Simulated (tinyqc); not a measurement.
Bethe-Salpeter matrix of a two-band chain (Tamm-Dancoff form): one step. Exciton levels and strengths. Two cases, with inputs chosen for the exercise.

Task: Diagonalise. For the lowest state give the amplitudes A_k (norm 1, largest positive) and f = (sum_k A_k)^2/Nk, Nk the size of the matrix.

Give: levels; amplitudes of the lowest state; f of the lowest state.

Case 1.

Values chosen: Eg = 3.9 eV (quasiparticle gap).

H (eV), rows j0, j1, j2, j3, j4, j5 and columns alike:
$$\begin{pmatrix}
3.698333 & -0.201667 & -0.201667 & -0.201667 & -0.201667 & -0.201667 \\
-0.201667 & 4.328333 & -0.201667 & -0.201667 & -0.201667 & -0.201667 \\
-0.201667 & -0.201667 & 5.588333 & -0.201667 & -0.201667 & -0.201667 \\
-0.201667 & -0.201667 & -0.201667 & 6.218333 & -0.201667 & -0.201667 \\
-0.201667 & -0.201667 & -0.201667 & -0.201667 & 5.588333 & -0.201667 \\
-0.201667 & -0.201667 & -0.201667 & -0.201667 & -0.201667 & 4.328333
\end{pmatrix}$$

Result:

levels (eV): [3.4034, 4.2169, 4.5300, 5.4872, 5.7900, 6.3224]

amplitudes of the lowest state: j0 0.816, j1 0.360, j2 0.170, j3 0.134, j4 0.170, j5 0.360

f of the lowest state = 0.673

The lowest state lies 0.4966 eV below the gap Eg = 3.9 eV and holds 67 % of the strength, against 17 % for one free pair. On a fine mesh the triplet and singlet bindings are 0.8641 and 0.4869 eV.

Case 2.

Values chosen: Eg = 4.3 eV (quasiparticle gap).

H (eV):
```
           j0         j1         j2         j3         j4         j5         j6         j7         j8
j0   4.130000  -0.170000  -0.170000  -0.170000  -0.170000  -0.170000  -0.170000  -0.170000  -0.170000
j1  -0.170000   4.275052  -0.170000  -0.170000  -0.170000  -0.170000  -0.170000  -0.170000  -0.170000
j2  -0.170000  -0.170000   4.642338  -0.170000  -0.170000  -0.170000  -0.170000  -0.170000  -0.170000
j3  -0.170000  -0.170000  -0.170000   5.060000  -0.170000  -0.170000  -0.170000  -0.170000  -0.170000
j4  -0.170000  -0.170000  -0.170000  -0.170000   5.332609  -0.170000  -0.170000  -0.170000  -0.170000
j5  -0.170000  -0.170000  -0.170000  -0.170000  -0.170000   5.332609  -0.170000  -0.170000  -0.170000
j6  -0.170000  -0.170000  -0.170000  -0.170000  -0.170000  -0.170000   5.060000  -0.170000  -0.170000
j7  -0.170000  -0.170000  -0.170000  -0.170000  -0.170000  -0.170000  -0.170000   4.642338  -0.170000
j8  -0.170000  -0.170000  -0.170000  -0.170000  -0.170000  -0.170000  -0.170000  -0.170000   4.275052
```

Result:

levels (eV): [3.2692, 4.3448, 4.4451, 4.6527, 4.8123, 5.0779, 5.2300, 5.4154, 5.5026]

amplitudes of the lowest state: j0 0.476, j1 0.418, j2 0.318, j3 0.250, j4 0.220, j5 0.220, j6 0.250, j7 0.318, j8 0.418

f of the lowest state = 0.927

The lowest state lies 1.0308 eV below the gap Eg = 4.3 eV and holds 93 % of the strength, against 11 % for one free pair. On a fine mesh the triplet and singlet bindings are 1.4262 and 1.0308 eV.

Computed by tinyqc, one run a case: `OMP_NUM_THREADS=1 python tinyqc.py N N+1 out.jsonl` with N = 1281836, 1282652; one thread of a shared Intel(R) Xeon(R) Processor @ 2.30GHz, about 0.2 s a run at most.
